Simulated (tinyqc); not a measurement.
From results back to parameters: interband optics of a two-band s-p chain from momentum matrix elements. Three cases, with inputs chosen for the exercise.

Problem. At k = 0 the chain has the gap D0 = Es - Ep_ - 2 (ts + tp), w0 = 4 a^2 V^2, and masses 2c/mc = 2 ts a^2 + 2 w0/D0, 2c/mv = 2 tp a^2 + 2 w0/D0 (c = hbar^2/2m0, mv positive for holes). The oscillator strength there is f0 = w0/(c D0). V, ts and tp are hidden.

Constants: hbar^2/2m0 = 3.80998211 eV angstrom^2.

Case 1.

Values chosen: a = 2.75 angstrom (period).
D0 = 4.6000 eV
f0 = 0.89477

mc, mv (m0): 0.592160  0.493542

Case 2.

Values chosen: a = 3.31 angstrom (period).
D0 = 3.7600 eV
f0 = 1.10131

mc, mv (m0): 0.357407  0.438536

Case 3.

Values chosen: a = 2.84 angstrom (period).
D0 = 3.3000 eV
f0 = 0.98638

mc, mv (m0): 0.423297  0.558402

Find: V; ts; tp.

Solution. w0 = f0 c D0 gives V; 1/mc - f0 = ts a^2/c and 1/mv - f0 = tp a^2/c.

Case 1.

V = 0.72 eV
ts = 0.40 eV
tp = 0.57 eV

Case 2.

V = 0.60 eV
ts = 0.59 eV
tp = 0.41 eV

Case 3.

V = 0.62 eV
ts = 0.65 eV
tp = 0.38 eV

Computed by tinyqc, one run a case: `OMP_NUM_THREADS=1 python tinyqc.py N N+1 out.jsonl` with N = 1682310, 1682333, 1682334; one thread of a shared Intel(R) Xeon(R) Processor @ 2.30GHz, about 0.01 s a run at most.
